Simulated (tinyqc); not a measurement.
Raising the field: Wannier-Stark ladder of a miniband.

One state in each well j = -(Nw - 1)/2 ... (Nw - 1)/2: H_jj = j e F d, H_(j,j+1) = -W/4; 1 kV/cm = 0.01 meV/angstrom. In an infinite chain the levels are j e F d and the state of well 0 has amplitude J_j(x) in size on well j, x = W/(2 e F d).

Parameters, chosen for this exercise (near those of an InGaAs/InAlAs superlattice; the results hold for these values, not for the real material):
- W = 14 meV (miniband width)
- d = 115 angstrom (period)
- Nw = 7 (wells)
- Fs = (1.4, 2, 2.7, 3.7, 5.8, 9.8, 21) kV/cm (fields)

Infinite-chain weights beside the middle spacing of the finite stack.

Results:
```
F (kV/cm)  e F d (meV)      x  J_0^2  J_1^2  J_2^2  middle spacing/(e F d)
1.4               1.61  4.348  0.124  0.035  0.071                  1.5937
2.0               2.30  3.043  0.075  0.104  0.237                  1.2081
3.7               4.25  1.645  0.185  0.329  0.072                  1.0153
5.8               6.67  1.049  0.552  0.208  0.016                  1.0014
9.8              11.27  0.621  0.821  0.088  0.002                  1.0001
21               24.15  0.290  0.959  0.021  0.000                  1.0000
```

Give the missing row, F (kV/cm) = 2.7.

Computed row:
```
F (kV/cm)  e F d (meV)      x  J_0^2  J_1^2  J_2^2  middle spacing/(e F d)
2.7               3.10  2.254  0.006  0.300  0.164                  1.0656
```

J_0 vanishes at x = 2.405, F = 2.5 kV/cm, where the line at j = 0 disappears; J_0^2 overtakes J_1^2 for good at x = 1.435, F = 4.2 kV/cm, and reaches 0.96 in the last row. The 7 wells reproduce the middle spacing of the even ladder to 1 % from 5.8 kV/cm on, where the swing W/(e F d) = 2x is 2.1 periods. The lines are seen apart only where e F d exceeds their width, usually a few meV.

tinyqc: `OMP_NUM_THREADS=1 python tinyqc.py 1280520 1280521 out.jsonl`; about 0.01 s, one thread, shared Intel(R) Xeon(R) Processor @ 2.30GHz.
